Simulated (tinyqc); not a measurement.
Worked calculation: RKS/LDA (PW92) in the sto-3g basis, for BeH2, spin multiplicity 1. One step of it, computed by the program tinyqc.

Question. Iteration 1: building the Kohn-Sham matrix. J_ij = sum D_kl (ij|kl); F = H + J + V_xc; E = tr D H + tr D J / 2 + E_xc + E_nn.

D at the start, order 1Be 1s, 1Be 2s, 1Be 2px, 1Be 2py, 1Be 2pz, 2H 1s, 3H 1s:
```
[[2.147162, -0.566605, 0.000000, 0.000000, 0.000000, 0.014319, 0.014319],
 [-0.566605, 2.171524, 0.000000, 0.000000, 0.000000, -0.025341, -0.025341],
 [0.000000, 0.000000, 0.000000, 0.000000, 0.000000, 0.000000, 0.000000],
 [0.000000, 0.000000, 0.000000, 2.142311, 0.000000, -0.112183, 0.112183],
 [0.000000, 0.000000, 0.000000, 0.000000, 0.000000, 0.000000, 0.000000],
 [0.014319, -0.025341, 0.000000, -0.112183, 0.000000, 0.006200, -0.005549],
 [0.014319, -0.025341, 0.000000, 0.112183, 0.000000, -0.005549, 0.006200]]
```

core Hamiltonian H = T + V (hartree), order 1Be 1s, 1Be 2s, 1Be 2px, 1Be 2py, 1Be 2pz, 2H 1s, 3H 1s:
```
[[-8.423853, -2.076740, 0.000000, 0.000000, 0.000000, -0.163445, -0.163445],
 [-2.076740, -2.652162, 0.000000, 0.000000, 0.000000, -0.619273, -0.619273],
 [0.000000, 0.000000, -2.142571, 0.000000, 0.000000, 0.000000, 0.000000],
 [0.000000, 0.000000, 0.000000, -2.266122, 0.000000, -0.749828, 0.749828],
 [0.000000, 0.000000, 0.000000, 0.000000, -2.142571, 0.000000, 0.000000],
 [-0.163445, -0.619273, 0.000000, -0.749828, 0.000000, -1.718540, -0.010848],
 [-0.163445, -0.619273, 0.000000, 0.749828, 0.000000, -0.010848, -1.718540]]
```

Two-electron integrals (ij|kl) in chemists' order, unique and non-zero (hartree):
```
(11|11) 2.298831    (21|11) 0.392036    (21|21) 0.079539    (22|11) 0.570988
(22|21) 0.143041    (22|22) 0.417683    (31|31) 0.014607    (32|31) 0.021888
(32|32) 0.092265    (33|11) 0.569578    (33|21) 0.143083    (33|22) 0.417589
(33|33) 0.449859    (41|41) 0.014607    (42|41) 0.021888    (42|42) 0.092265
(43|43) 0.024249    (44|11) 0.569578    (44|21) 0.143083    (44|22) 0.417589
(44|33) 0.401360    (44|44) 0.449859    (51|51) 0.014607    (52|51) 0.021888
(52|52) 0.092265    (53|53) 0.024249    (54|54) 0.024249    (55|11) 0.569578
(55|21) 0.143083    (55|22) 0.417589    (55|33) 0.401360    (55|44) 0.401360
(55|55) 0.449859    (61|11) 0.029925    (61|21) 0.006072    (61|22) 0.011031
(61|33) 0.010961    (61|41) 0.000558    (61|42) 0.001051    (61|44) 0.011178
(61|55) 0.010961    (61|61) 0.000487    (62|11) 0.103365    (62|21) 0.026438
(62|22) 0.088520    (62|33) 0.084851    (62|41) 0.003366    (62|42) 0.023596
(62|44) 0.095768    (62|55) 0.084851    (62|61) 0.002239    (62|62) 0.033099
(63|31) 0.001967    (63|32) 0.010171    (63|43) 0.003704    (63|63) 0.002364
(64|11) 0.123985    (64|21) 0.031997    (64|22) 0.111486    (64|33) 0.105134
(64|41) 0.005269    (64|42) 0.036040    (64|44) 0.124064    (64|55) 0.105134
(64|61) 0.002784    (64|62) 0.046423    (64|64) 0.066133    (65|51) 0.001967
(65|52) 0.010171    (65|54) 0.003704    (65|65) 0.002364    (66|11) 0.278146
(66|21) 0.072145    (66|22) 0.270886    (66|33) 0.253522    (66|41) 0.008838
(66|42) 0.084432    (66|44) 0.305203    (66|55) 0.253522    (66|61) 0.006133
(66|62) 0.139077    (66|64) 0.203767    (66|66) 0.774606    (71|11) 0.029925
(71|21) 0.006072    (71|22) 0.011031    (71|33) 0.010961    (71|41) -0.000558
(71|42) -0.001051   (71|44) 0.011178    (71|55) 0.010961    (71|61) 0.000442
(71|62) 0.001885    (71|64) 0.002232    (71|66) 0.005164    (71|71) 0.000487
(72|11) 0.103365    (72|21) 0.026438    (72|22) 0.088520    (72|33) 0.084851
(72|41) -0.003366   (72|42) -0.023596   (72|44) 0.095768    (72|55) 0.084851
(72|61) 0.001885    (72|62) 0.014356    (72|64) 0.017262    (72|66) 0.043861
(72|71) 0.002239    (72|72) 0.033099    (73|31) 0.001967    (73|32) 0.010171
(73|43) -0.003704   (73|63) 0.000685    (73|73) 0.002364    (74|11) -0.123985
(74|21) -0.031997   (74|22) -0.111486   (74|33) -0.105134   (74|41) 0.005269
(74|42) 0.036040    (74|44) -0.124064   (74|55) -0.105134   (74|61) -0.002232
(74|62) -0.017262   (74|64) -0.020628   (74|66) -0.053306   (74|71) -0.002784
(74|72) -0.046423   (74|74) 0.066133    (75|51) 0.001967    (75|52) 0.010171
(75|54) -0.003704   (75|65) 0.000685    (75|75) 0.002364    (76|11) 0.001800
(76|21) 0.000445    (76|22) 0.001259    (76|33) 0.001250    (76|44) 0.001278
(76|55) 0.001250    (76|61) 0.000034    (76|62) 0.000270    (76|64) 0.000342
(76|66) 0.000832    (76|71) 0.000034    (76|72) 0.000270    (76|74) -0.000342
(76|76) 3.82e-06    (77|11) 0.278146    (77|21) 0.072145    (77|22) 0.270886
(77|33) 0.253522    (77|41) -0.008838   (77|42) -0.084432   (77|44) 0.305203
(77|55) 0.253522    (77|61) 0.005164    (77|62) 0.043861    (77|64) 0.053306
(77|66) 0.139184    (77|71) 0.006133    (77|72) 0.139077    (77|74) -0.203767
(77|76) 0.000832    (77|77) 0.774606
```

nuclear repulsion = 2.36612640 hartree

V_xc (hartree), order 1Be 1s, 1Be 2s, 1Be 2px, 1Be 2py, 1Be 2pz, 2H 1s, 3H 1s:
```
[[-1.432321, -0.220816, 0.000000, 0.000000, 0.000000, -0.017213, -0.017213],
 [-0.220816, -0.364992, 0.000000, 0.000000, 0.000000, -0.071248, -0.071248],
 [0.000000, 0.000000, -0.347600, 0.000000, 0.000000, 0.000000, 0.000000],
 [0.000000, 0.000000, 0.000000, -0.392212, 0.000000, -0.088428, 0.088428],
 [0.000000, 0.000000, 0.000000, 0.000000, -0.347600, 0.000000, 0.000000],
 [-0.017213, -0.071248, 0.000000, -0.088428, 0.000000, -0.176493, -0.001155],
 [-0.017213, -0.071248, 0.000000, 0.088428, 0.000000, -0.001155, -0.176493]]
```

E_xc = sum of w rho eps_xc = -3.36111167 hartree

Give: Coulomb J; Kohn-Sham matrix F; total energy of this density.

Answer.

Coulomb J (hartree), order 1Be 1s, 1Be 2s, 1Be 2px, 1Be 2py, 1Be 2pz, 2H 1s, 3H 1s:
```
[[6.891, 1.353, 0.000, 0.000, 0.000, 0.104, 0.104],
 [1.353, 2.810, 0.000, 0.000, 0.000, 0.574, 0.574],
 [0.000, 0.000, 2.775, 0.000, 0.000, 0.000, 0.000],
 [0.000, 0.000, 0.000, 2.870, 0.000, 0.717, -0.717],
 [0.000, 0.000, 0.000, 0.000, 2.775, 0.000, 0.000],
 [0.104, 0.574, 0.000, 0.717, 0.000, 1.697, 0.009],
 [0.104, 0.574, 0.000, -0.717, 0.000, 0.009, 1.697]]
```

Kohn-Sham matrix F (hartree), order 1Be 1s, 1Be 2s, 1Be 2px, 1Be 2py, 1Be 2pz, 2H 1s, 3H 1s:
```
[[-2.965, -0.945, 0.000, 0.000, 0.000, -0.077, -0.077],
 [-0.945, -0.207, 0.000, 0.000, 0.000, -0.117, -0.117],
 [0.000, 0.000, 0.285, 0.000, 0.000, 0.000, 0.000],
 [0.000, 0.000, 0.000, 0.212, 0.000, -0.121, 0.121],
 [0.000, 0.000, 0.000, 0.000, 0.285, 0.000, 0.000],
 [-0.077, -0.117, 0.000, -0.121, 0.000, -0.198, -0.003],
 [-0.077, -0.117, 0.000, 0.121, 0.000, -0.003, -0.198]]
```

total energy of this density = -14.39326 hartree
